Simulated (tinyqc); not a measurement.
# Changing the mean atomic mass M

Model: estimate of lattice thermal conductivity from elastic moduli (Slack, Klemens and Cahill formulas). Computed by tinyqc, a small Python program. Command: `OMP_NUM_THREADS=1 python tinyqc.py 3009292 3009293 out.jsonl slack sweep`. One thread of a shared host (Intel(R) Xeon(R) Processor @ 2.30GHz), about 0.01 s of CPU time with the checks.

An isotropic solid.

Inputs (values chosen for the exercise, for a model crystal):

| quantity | value | unit |
|---|---|---|
| bulk modulus B | 71 | GPa |
| shear modulus G | 48.3 | GPa |
| volume per atom V | 8.12 | angstrom^3 |
| atoms per primitive cell n | 2 | - |
| temperature T | 500 | K |
| disorder parameter Gamma | 0.022 | - |
| grain size d | 7500 | nm |

Grueneisen parameter: from the Poisson ratio.

Constants: u = 1.6605390666e-27 kg; hbar = 1.054571817e-34 J s; k_B = 1.380649e-23 J/K; h = 6.62607015e-34 J s.

Method:
- rho = M/V; vL = sqrt((B + 4G/3)/rho), vT = sqrt(G/rho); v_m = [(vL^-3 + 2 vT^-3)/3]^(-1/3); Poisson ratio sigma = (3B - 2G)/(6B + 2G); Theta = hbar v_m (6 pi^2/V)^(1/3)/k_B.
- Empirical rule gamma = (3/2) (1 + sigma)/(2 - 3 sigma).
- Slack, an estimate for T near or above Theta_a: kappa = A M Theta_a^3 delta n^(1/3)/(gamma^2 T) in W/(m K), with M in u, delta = V^(1/3) in angstrom, Theta_a = Theta n^(-1/3) and A = 2.43e-6/(1 - 0.514/gamma + 0.228/gamma^2).
- High-temperature forms with the classical heat capacity. Klemens: kappa/kappa_0 = arctan(u)/u, u^2 = pi^2 Theta V Gamma kappa_0/(h v_m^2). Grains: 1/kappa_poly = 1/kappa + 1/(C v_m d/3), C = 3 k_B/(n V), the acoustic branches alone.
- Cahill minimum: kappa_min = (pi/6)^(1/3) k_B V^(-2/3) sum over L, T, T of v (T/Theta_i)^2 int_0^(Theta_i/T) x^3 e^x/(e^x - 1)^2 dx, Theta_i = Theta v_i/v_m (64 Gauss-Legendre points).
- Its high-temperature limit is (1/2) (pi/6)^(1/3) k_B V^(-2/3) (vL + 2 vT).

One run for each value:

| mean atomic mass M (u) | kappa of the perfect crystal (W/(m K)) | Debye temperature Theta (K) | kappa_min (W/(m K)) | kappa with point defects (W/(m K)) |
|---|---|---|---|---|
| 10 | 21.966 | 796.70 | 2.1247 | 15.639 |
| 15 | 17.935 | 650.50 | 1.8173 | 12.769 |
| 24 | 14.179 | 514.27 | 1.4898 | 10.095 |
| 36 | 11.577 | 419.90 | 1.2419 | 8.242 |
| 55 | 9.366 | 339.71 | 1.0195 | 6.668 |
| 85 | 7.534 | 273.27 | 0.8282 | 5.364 |
| 130 | 6.092 | 220.96 | 0.6739 | 4.337 |
| 200 | 4.912 | 178.15 | 0.5456 | 3.497 |

Describe and explain the trends.

Over the rows, kappa of the perfect crystal (W/(m K)) falls from 22.0 to 4.91 (exponent d ln y / d ln x about -0.50 throughout); Debye temperature Theta (K) falls from 797 to 178 (exponent d ln y / d ln x about -0.50 throughout); kappa_min (W/(m K)) falls from 2.12 to 0.546 (exponent d ln y / d ln x -0.39 between the first rows and -0.49 between the last). The exponent of kappa of the perfect crystal stays at -0.50: M Theta^3 scales as M^(-1/2) at fixed moduli. The exponent of Debye temperature Theta stays at -0.50: velocities scale as rho^(-1/2). At fixed moduli and volume a heavier crystal has slower sound: every velocity and Theta go as M^(-1/2), and so does kappa_min once T is well above Theta.

Caution (rows 10.0, 15.0): T lies below Theta_a, where umklapp processes begin to freeze out and the Slack formula can fall short.

Extremes, crossings and ranges named in words are read from the listed rows.
